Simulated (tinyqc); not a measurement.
Two-band k.p model of the X valleys of a zinc-blende crystal, step by step. Values are carried at full precision from step to step, so a last printed digit may differ when a step is redone from the rounded ones.

With x = D/D0: for x < 1 the minima lie at k_m = sqrt(ml D0 (1 - x^2)/(4 c)), the hump at X has the height dE = (D0/4)(1 - x)^2 and the mass at the minimum is ml/(1 - x^2); the mass at X is ml/(1 - 1/x), negative for x < 1. For x > 1 the minimum is at X.

Constants: hbar^2/2m0 = 3.80998211 eV angstrom^2; kB = 8.617333262e-05 eV/K.

Inputs chosen for the exercise (of the order of those of cubic SiC; not measured data):
- D = 2.732 eV (splitting of the two conduction levels at X)
- D0 = 1.215 eV (coupling energy)
- ml = 0.453 m0 (mass along the axis from remote bands)
- k = 0.129 1/angstrom (wave vector from X)
- kmax = 0.12 1/angstrom (end of the path)
- mt = 0.26 m0 (transverse mass)
- T = 77 K (temperature)

## Shape of the lower band

Give x, k_m, dE and both masses.

x = 2.2486
k_m = 0.00000 1/angstrom
dE = 0.000 meV
mass at the minimum = 0.816 m0
mass at X = 0.816 m0

The splitting wins, so the minimum stays at X, with a mass raised by a factor of 1.80 through the repulsion from the upper band.

## The matrix at one k

k along the valley axis, counted from X, c = hbar^2/2m0, e = c k^2/ml. H = [[e - D/2, i P k], [-i P k, e + D/2]] with P^2 = D0 c/ml, so E = e -/+ sqrt(D^2/4 + D0 e). For D = 0 (diamond lattice) the bands cross at X.

Give P, the matrix, its levels and the weight of the lower X state in the lower band.

P = 3.1967 eV angstrom

H (eV):
```
          1        2
1   -1.2260  0.4124i
2  -0.4124i   1.5060
```

levels (eV): -1.2869  1.5668

weight = 0.9787

## Dispersion along the axis

Nine points; energies of the lower band from its minimum, against a parabola about the minimum with the mass there.

Results:

| k (1/angstrom) | lower band (meV) | parabola (meV) | gap to the upper band (eV) |
|---|---|---|---|
| 0.0000 | 0.00 | 0.00 | 2.7320 |
| 0.0150 | 1.05 | 1.05 | 2.7337 |
| 0.0300 | 4.21 | 4.20 | 2.7387 |
| 0.0450 | 9.48 | 9.46 | 2.7471 |
| 0.0600 | 16.88 | 16.81 | 2.7588 |
| 0.0750 | 26.43 | 26.27 | 2.7738 |
| 0.0900 | 38.16 | 37.83 | 2.7919 |
| 0.1050 | 52.09 | 51.49 | 2.8133 |
| 0.1200 | 68.27 | 67.25 | 2.8377 |

At kmax the band lies at 68.3 meV and the parabola at 67.2 meV: far from X the curvature returns to 1/ml, so the band is steeper than the parabola of the minimum.

## Thermal masses

Thermal masses along the axis for one X point, lower band, E from the minimum, on 1601 points from -0.8 to 0.8 1/angstrom: density-of-states mass m_d = c I^2/(pi kT), I = integral of exp(-E/kT) dk; conductivity mass m_c = 2 c kT/<(dE/dk)^2> with central differences.

Give m_d, m_c and Nc = 3 x 2 (kT/(4 pi c))^(3/2) mt sqrt(m_d) for three X points; 1 angstrom^-3 = 1e24 cm^-3.

m_d = 0.814 m0
m_c = 0.812 m0
Nc = 2.296e+18 cm^-3

The edge mass is 0.816, and at this temperature the thermal masses hardly differ from it.

## Checks

- Thermal masses without coupling against ml: both 0.4530.

Program tinyqc; command `OMP_NUM_THREADS=1 python tinyqc.py 1850338 1850339 out.jsonl`; about 0.01 s on one thread of a shared Intel(R) Xeon(R) Processor @ 2.30GHz.
